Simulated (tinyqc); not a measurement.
Elastic strain and critical thickness of a cubic alloy layer A(1-x)B(x) on a thick substrate: one step, computed by the program tinyqc.

Strain is positive in tension. The layer is coherent with the substrate unless said otherwise.

Task: Isotropic constants and the prefactor A. Voigt averages: G = (C11 - C12 + 3 C44)/5, B = (C11 + 2 C12)/3, nu = (3 B - 2 G)/(2 (3 B + G)); b = a/sqrt(2). The 60-degree dislocation has cos alpha = 1/2, and cos lambda = 1/2 on (001). Matthews-Blakeslee: h_c = A [ln(h_c/b) + 1], A = b (1 - nu cos^2 alpha)/(4 pi |f| (1 + nu) cos lambda), the factor 4 pi being that of a buried layer, with a dislocation at both interfaces.

Growth plane: (001). Layer: buried under a thick cap. Misfit dislocation: 60-degree.

elastic constants (GPa): C11 131.4360, C12 59.1189, C44 65.5669

free lattice constant a = 5.52574 angstrom

misfit f = 0.02303040

Give: shear modulus G; Poisson ratio nu; Burgers vector b; prefactor A.

Result:

shear modulus G = 53.80356 GPa

Poisson ratio nu = 0.2341

Burgers vector b = 0.3907 nm

prefactor A = 2.060 nm
